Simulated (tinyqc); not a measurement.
One-electron ion in a basis of Gaussians, step by step. Computed by tinyqc, a small Python program that keeps every step. Settings: Z = 5, l = 1. Command: `OMP_NUM_THREADS=1 python tinyqc.py 24403 24404 out.jsonl` (the two numbers bound the seeds that draw the settings). One thread of a shared host (Intel(R) Xeon(R) Processor @ 2.60GHz), about 0.01 s of CPU time with the checks.

## Matrices over normalised Gaussians

exponents of r^l exp(-a r^2) (1/bohr^2): 0.453200  0.607000  0.813100  1.089000  1.459000  1.954000

Z = 5

l = 1

With p = a_i + a_j and I(k) = Gamma((k+1)/2) / (2 p^((k+1)/2)): S = I(2l+2), T = (2l+3) a_i a_j S / p, V = -Z I(2l+1), each divided by sqrt(S_ii S_jj).

S:
```
          1         2         3         4         5         6
1  1.000000  0.973764  0.900069  0.792265  0.667073  0.540521
2  0.973764  1.000000  0.973741  0.900080  0.792144  0.667103
3  0.900069  0.973741  1.000000  0.973770  0.900027  0.792225
4  0.792265  0.900080  0.973770  1.000000  0.973712  0.900038
5  0.667073  0.792144  0.900027  0.973712  1.000000  0.973776
6  0.540521  0.667103  0.792225  0.900038  0.973776  1.000000
```

T (hartree):
```
          1         2         3         4         5         6
1  1.133000  1.263323  1.309613  1.267703  1.153334  0.994226
2  1.263323  1.517500  1.692105  1.754049  1.697805  1.544779
3  1.309613  1.692105  2.032750  2.266548  2.349618  2.274376
4  1.267703  1.754049  2.266548  2.722500  3.035877  3.146887
5  1.153334  1.697805  2.349618  3.035877  3.647500  4.066986
6  0.994226  1.544779  2.274376  3.146887  4.066986  4.885000
```

V (hartree):
```
           1          2          3          4          5          6
1  -3.580913  -3.771216  -3.809587  -3.700621  -3.469554  -3.154297
2  -3.771216  -4.144223  -4.364523  -4.408875  -4.282557  -4.015422
3  -3.809587  -4.364523  -4.796460  -5.051344  -5.102735  -4.956724
4  -3.700621  -4.408875  -5.051344  -5.550892  -5.846069  -5.905347
5  -3.469554  -4.282557  -5.102735  -5.846069  -6.425049  -6.766452
6  -3.154297  -4.015422  -4.956724  -5.905347  -6.766452  -7.435515
```

## Generalised eigenproblem

H = T + V (hartree):
```
           1          2          3          4          5          6
1  -2.447913  -2.507893  -2.499974  -2.432918  -2.316220  -2.160071
2  -2.507893  -2.626723  -2.672418  -2.654826  -2.584752  -2.470643
3  -2.499974  -2.672418  -2.763710  -2.784795  -2.753117  -2.682348
4  -2.432918  -2.654826  -2.784795  -2.828392  -2.810192  -2.758460
5  -2.316220  -2.584752  -2.753117  -2.810192  -2.777549  -2.699467
6  -2.160071  -2.470643  -2.682348  -2.758460  -2.699467  -2.550515
```

Solve H C = S C e through S^(-1/2); each column has its largest component positive (the first on a tie).

eigenvalues of S: 0.000002  0.000104  0.002756  0.051546  0.690807  5.254786

eigenvalues (hartree): -3.077947  -1.314394  0.139162  2.308065  6.348750  11.429073

coefficients:
```
            1           2           3            4            5            6
1   -0.995312   13.251219   24.550348    32.714199    28.245355   -27.405450
2    6.053978  -35.659657  -73.569366  -124.712662  -121.359782   133.920755
3  -12.337707   46.903390   89.852539   194.949678   215.191498  -285.438301
4   14.788374  -37.758473  -58.749436  -159.555105  -191.434198   329.980526
5   -9.646541   18.092068   20.673063    72.697496    81.052756  -205.341765
6    3.262675   -4.482619   -2.378283   -16.215110   -11.418223    54.486974
```

For Z = 5 and l = 1 the exact lowest level is -Z^2/(2 n^2) with n = l + 1: -3.125000 hartree. The basis is nearly linearly dependent, so rounded matrices do not reproduce these digits.
